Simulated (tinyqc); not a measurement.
From results to parameters: Luttinger model of the valence bands. Computed by the program tinyqc.

Problem. In the four-band Luttinger model 1/m = g1 -/+ 2 g2 along [100] and g1 -/+ 2 g3 along [111]. Find g1, g2, g3 and the light hole mass along [111].

heavy and light hole masses along [100] (electron masses): 0.231481  0.103734
heavy hole mass along [111] = 0.666667 electron masses

Solution. The mean of the two inverse masses along [100] is g1 and a quarter of their difference is g2; g3 = (g1 - 1/m_hh[111])/2.

g1, g2, g3: 6.980  1.330  2.740
light hole mass along [111] = 0.080 electron masses
